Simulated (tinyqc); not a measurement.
Worked calculation (part 2 of 2): RKS/LDA (VWN5) in the sto-3g basis, for BeH2, spin multiplicity 1. Computed by tinyqc, a small Python program that keeps every step (integrals from PySCF). Command: `OMP_NUM_THREADS=1 python tinyqc.py 28754 28755 out.jsonl` (the two numbers bound the seeds that draw the settings). One thread of a shared host (Intel(R) Xeon(R) Processor @ 2.60GHz), about 0.6 s of CPU time with the checks.

Geometry (angstrom):
```
atom       x        y       z
Be    0.0000   0.0000  0.0000
H     0.0000   1.4800  0.1760
H     0.0000  -1.4650  0.1740
```

## Iteration 16 (converged): orbitals

converged F (hartree), lower triangle:
```
          1Be 1s   1Be 2s  1Be 2px  1Be 2py  1Be 2pz    2H 1s    3H 1s
1Be 1s   -3.6110
1Be 2s   -1.0887  -0.4902
1Be 2px   0.0000   0.0000   0.0094
1Be 2py   0.0001   0.0011   0.0000  -0.0874
1Be 2pz   0.0015  -0.0023   0.0000   0.0002   0.0081
2H 1s    -0.2160  -0.2255   0.0000  -0.1770  -0.0212  -0.1434
3H 1s    -0.2233  -0.2298   0.0000   0.1790  -0.0214  -0.0248  -0.1464
```

X:
```
               1        2        3       4        5        6        7
1Be 1s    0.0120  -0.3697   0.8464  0.0000  -0.4025   0.1687   0.1959
1Be 2s   -0.0504   1.1343  -0.1136  0.0000  -0.0756   0.3434   0.4004
1Be 2px   0.0000   0.0000   0.0000  1.0000   0.0000   0.0000   0.0000
1Be 2py   1.2556   0.0432   0.0012  0.0000  -0.0007   0.4197  -0.3581
1Be 2pz  -0.0061   0.1375   0.4512  0.0000   0.8851   0.0393   0.0457
2H 1s    -0.8688  -0.7526  -0.2643  0.0000   0.1285   0.5225   0.0189
3H 1s     0.9340  -0.6914  -0.2614  0.0000   0.1273  -0.0616   0.5184
```

Diagonalise F' = X^T F X, C = X C', fill 3 alpha and 3 beta electrons from the bottom; D = 2 C_occ C_occ^T. Each column has its largest component positive (the first on a tie).

F' = X^T F X (hartree), lower triangle:
```
         1        2        3       4        5        6        7
1   0.4732
2   0.0082   0.1314
3  -0.0089   0.3765  -2.2259
4   0.0000   0.0000   0.0000  0.0094
5   0.0035  -0.1704   1.1727  0.0000  -0.6097
6   0.0193   0.1057  -0.7873  0.0000   0.4216  -0.5321
7  -0.0204   0.1216  -0.9185  0.0000   0.4919  -0.3735  -0.6502
```

orbital energies (hartree): MO1 -3.6185, MO2 -0.2508, MO3 -0.2141, MO4 0.0040, MO5 0.0094, MO6 0.1916, MO7 0.4745

coefficients C:
```
             MO1      MO2      MO3      MO4     MO5      MO6      MO7
1Be 1s    0.9858  -0.2373  -0.0064   0.0552  0.0000  -0.2255   0.0030
1Be 2s    0.0542   0.6330   0.0194  -0.2245  0.0000   1.0635  -0.0223
1Be 2px   0.0000   0.0000   0.0000   0.0000  1.0000   0.0000   0.0000
1Be 2py  -0.0001  -0.0144   0.5000  -0.0005  0.0000   0.0134   1.2776
1Be 2pz   0.0005   0.0267   0.0007   0.9715  0.0000   0.2549  -0.0035
2H 1s    -0.0089   0.3491   0.4315   0.1063  0.0000  -0.7777  -0.8699
3H 1s    -0.0089   0.3726  -0.4094   0.1055  0.0000  -0.7601   0.9010
```

D after iteration 16, lower triangle:
```
          1Be 1s  1Be 2s  1Be 2px  1Be 2py  1Be 2pz    2H 1s   3H 1s
1Be 1s    2.0562
1Be 2s   -0.1939  0.8081
1Be 2px   0.0000  0.0000   0.0000
1Be 2py   0.0003  0.0012   0.0000   0.5004
1Be 2pz  -0.0116  0.0338   0.0000  -0.0001   0.0014
2H 1s    -0.1887  0.4577   0.0000   0.4215   0.0192   0.6163
3H 1s    -0.1892  0.4549   0.0000  -0.4201   0.0193  -0.0930  0.6130
```

## Convergence

Stop when the energy changes by less than 1e-10 hartree and every element of the error matrix X^T (F D S - S D F) X is below 3e-06.

Course of the cycle:
```
iteration  E (hartree)     change  largest element of the error matrix
1            -3.337706          -                             1.06e-01
2           -14.729547  -1.14e+01                             5.61e-01
3           -14.658866   7.07e-02                             5.73e-01
4           -14.658779   8.70e-05                             5.73e-01
5           -14.617929   4.09e-02                             5.76e-01
6           -14.610385   7.54e-03                             5.81e-01
7           -14.611671  -1.29e-03                             5.79e-01
8           -14.595439   1.62e-02                             5.81e-01
9           -14.495141   1.00e-01                             5.95e-01
10          -15.399814  -9.05e-01                             1.18e-01
11          -15.420681  -2.09e-02                             1.65e-02
12          -15.421243  -5.63e-04                             2.94e-03
13          -15.421255  -1.13e-05                             5.40e-04
14          -15.421255  -3.95e-07                             2.61e-05
15          -15.421255  -1.07e-09                             5.53e-07
16          -15.421255  -5.68e-13                             1.62e-08
```

PySCF RKS in the same basis, fine grid = -15.427489 hartree

Converged in 16 iterations. The coarse grid moves the energy by +6.23e-03 hartree.

## Populations, bond orders and dipole

overlap S, lower triangle:
```
         1Be 1s  1Be 2s  1Be 2px  1Be 2py  1Be 2pz   2H 1s   3H 1s
1Be 1s   1.0000
1Be 2s   0.2595  1.0000
1Be 2px  0.0000  0.0000   1.0000
1Be 2py  0.0000  0.0000   0.0000   1.0000
1Be 2pz  0.0000  0.0000   0.0000   0.0000   1.0000
2H 1s    0.0499  0.4006   0.0000   0.4767   0.0567  1.0000
3H 1s    0.0516  0.4064   0.0000  -0.4816   0.0572  0.0205  1.0000
```

Mulliken: Z minus the diagonal of D S on the atom; Loewdin: the same with S^(1/2) D S^(1/2); Mayer order: 2 sum_s sum (D(s) S)_ij (D(s) S)_ji over the two atoms.

Charges (e):
```
atom  Mulliken  Loewdin
1Be    -0.0200  -0.0134
2H      0.0097   0.0065
3H      0.0103   0.0069
```

Mayer bond orders:
```
pair   order
2-1   0.9886
3-1   0.9886
3-2   0.0113
```

dipole moment about the origin, x y z (debye): 0.0000  -0.0033  -0.4531
